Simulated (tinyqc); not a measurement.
Strained L valleys, repopulation and conductivity mass: mobility against stress.

A cubic crystal with four conduction valleys along the <111> axes under uniaxial stress X along [111] (X > 0 is tension); current along [111]. Non-degenerate electrons, fixed total density, one relaxation time for all valleys and stresses, masses unchanged by strain, so the mobility goes as the mean inverse mass.

Stress s_ij = X a_i a_j with a the unit vector along [111]; strain e_ii = s11 s_ii + s12 (s_jj + s_kk), e_ij = s44 s_ij/2. Valley shift dE = Xu (n.e.n - trace(e)/3) with n the valley axis; share f proportional to exp(-dE/Vt). Inverse mass along the current d = [111]: (n.d)^2/ml + (1 - (n.d)^2)/mt; mu/mu0 = sum f (1/m) over the plain mean of 1/m. The linear estimate is 1 - pi X with pi the small-stress slope -d(mu/mu0)/dX.

Inputs (values chosen for the exercise); values close to those of germanium: temperature T = 250 K; compliance s11 = 10.1 1/TPa; compliance s12 = -2.61 1/TPa; compliance s44 = 15.4 1/TPa; shear deformation potential Xu = 16.1 eV; longitudinal mass ml = 1.61 m0; transverse mass mt = 0.0826 m0.

Constants: q = 1.602176634e-19 C, kB = 1.380649e-23 J/K, Vt = kB T/q. Results are converted to the units shown.

Mobility against stress:

| X (MPa) | splitting (meV) | largest share | mu/mu0 | linear estimate |
|---|---|---|---|---|
| -25 | 2.755 | 0.2747 | 0.9695 | 0.9704 |
| -50 | 5.510 | 0.3009 | 0.9372 | 0.9409 |
| -100 | 11.02 | 0.3573 | 0.8677 | 0.8817 |
| -200 | 22.04 | 0.4811 | 0.7150 | 0.7634 |
| -400 | 44.08 | 0.7206 | 0.4196 | 0.5269 |
| -700 | 77.14 | 0.9229 | 0.1702 | 0.1720 |
| -1000 | 110.2 | 0.9823 | 0.09686 | -0.1828 |
| -1500 | 165.3 | 0.9986 | 0.07675 | -0.7742 |
| -2500 | 275.5 | 1.000 | 0.07504 | -1.957 |

What does the table show?

The ratio mu/mu0 falls from 0.969 to 0.0750; pi = -118e-11 1/Pa. The linear estimate of the change is 0.9694 times the computed change in the first row and 3.20 times it in the last: once the splitting is several Vt (Vt = 21.5 meV) the upper valleys are nearly empty and little is left to move. At X = -2500 MPa the stress passes 1.5 GPa, where intervalley scattering and masses change too.

tinyqc, about 0.01 s, one thread, Intel Xeon 2.30GHz (shared host): `OMP_NUM_THREADS=1 python tinyqc.py 2530114 2530115 out.jsonl`
